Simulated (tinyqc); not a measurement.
Permeation of metal atoms or ions through a thin barrier or dielectric: time lag, field-aided drift and lifetime. From failure time at T back to voltage V (positive drives ions across). Computed by tinyqc, a small Python program. Command: `OMP_NUM_THREADS=1 python tinyqc.py 3024463 3024464 out.jsonl barrier inv`. One thread of a shared host (Intel(R) Xeon(R) Processor @ 2.30GHz), about 0.03 s of CPU time with the checks.

The film 0 < x < d is empty at first; C = C0 at x = 0 and C = 0 at x = d. dC/dt = D d2C/dx2 - v dC/dx with drift v = D z e V/(k_B T d) (uniform field, no space charge).

Inputs (values chosen for the exercise, for a model case: singly charged ions through a dielectric): thickness d = 20 nm; prefactor D0 = 1.9e-07 cm^2/s; activation energy E = 0.751 eV; concentration at the source side C0 = 1.4e+14 1/cm^3; charge number z = 1; critical dose Q_c = 1e+09 1/cm^2; test temperature T = 275 C; use temperature T_u = 100 C.

Constants: k_B = 8.617333262e-05 eV/K.

Method:
- D = D0 exp(-E/(k_B T)); time scale d^2/D; Peclet number P = z V/(k_B T), k_B T in eV; 1 nm = 1e-7 cm.
- Temperatures in kelvin are T(C) + 273.15.
- Steady flux J = (D C0/d) P/(1 - exp(-P)); time lag in units of d^2/D: s_L = [P (1 + exp(-P))/(1 - exp(-P)) - 2]/P^2 (P = 0: J = D C0/d, s_L = 1/6).
- Dose through the film Q(s) = C0 d {f (s - s_L) - 2 exp(P/2) sum_(n=1..200) (-1)^n n^2 pi^2 exp(-l_n s)/l_n^2}, l_n = n^2 pi^2 + P^2/4, f = P/(1 - exp(-P)) the relative flux.
- Solve Q = Q_c for s. At the use temperature D and P take T_u, with the same C0 and V; 1 year = 3.15576e7 s.

Problem. A run gave the result below. Find the voltage V (positive drives ions across), known to lie between 0.13 and 0.28 V.

failure time at T = 160.5236 s

Solution.

Each step takes the trial c = (a f_b - b f_a)/(f_b - f_a), f being the result less the target and a, b, c the logarithms of the listed values; c replaces end b, the old b replaces a if the sign of f changed, and otherwise f_a is halved.

Scan of the range:
```
voltage V (positive drives ions across) (V)  failure time at T (s)
0.130                                                      230.594
0.148                                                      208.778
0.168                                                      188.551
0.191                                                      169.356
0.217                                                      151.660
0.246                                                      135.679
0.280                                                      120.659
```

False position (Illinois rule, in the logarithm of the input) inside the bracket:
```
step     end a     end b     trial  failure time at T (s)
1     0.191000  0.217000  0.203562                160.345
2     0.191000  0.203562  0.203058                160.689
3     0.203562  0.203058  0.203300                160.524
4     0.203058  0.203300  0.203300                160.524
```

Failure time at T falls at every point of a 13-point scan of the range (every second point is shown), so one value fits; it is bracketed by 0.191 and 0.217. Answer: voltage V (positive drives ions across) = 0.2033 V.

Caution: grain boundaries, pinholes, trapping and space charge are left out; thin real barriers usually fail at defects.
